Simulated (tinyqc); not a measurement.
Straight dislocations in isotropic elasticity: fields, energies, partials, Peierls stress and walls: one step, computed by the program tinyqc. Command: `OMP_NUM_THREADS=1 python tinyqc.py 3010403 3010404 out.jsonl disloc walk`. One thread of a shared host (Intel(R) Xeon(R) Processor @ 2.30GHz), about 0.01 s of CPU time with the checks.

The line runs along z, the glide plane is y = 0, and beta is the angle between b and the line (0 screw, 90 degrees edge): b_e = b sin(beta) along +x with the extra half plane at y > 0, b_s = b cos(beta). Stress is positive in tension.

Task: Peierls-Nabarro core of the undissociated dislocation. Energy factor K = G [cos^2(beta) + sin^2(beta)/(1 - nu)]. Misfit energy gamma(u) = (gamma_us/2)(1 - cos(2 pi u/b)), so the largest restoring stress is tau_max = pi gamma_us/b; u(x) = b/2 + (b/pi) arctan(x/zeta), zeta = K b/(4 pi tau_max). Summing the misfit energy over atomic rows a' apart gives, for a wide core, W_P = (K b^2/pi) exp(-2 pi zeta/a') and sigma_P = (K b/a') exp(-2 pi zeta/a'); a' = b/2 for edge and 30-degree lines, b sqrt(3)/2 for screw and 60-degree lines.

Inputs (values chosen for the exercise, for a model fcc or diamond crystal): Burgers vector b = 3.774 angstrom; unstable fault energy gamma_us = 1270 mJ/m^2.

Character: 60-degree.

energy factor K = 81.82368 GPa

Constants: 1 eV/angstrom^3 = 160.2176634 GPa.

Give: tau_max; half width zeta; row spacing a'; Peierls barrier W_P; Peierls stress sigma_P.

Result:

tau_max = 10.57 GPa

half width zeta = 2.324 angstrom

row spacing a' = 3.268 angstrom

Peierls barrier W_P = 265.4 meV/nm

Peierls stress sigma_P = 1083 MPa
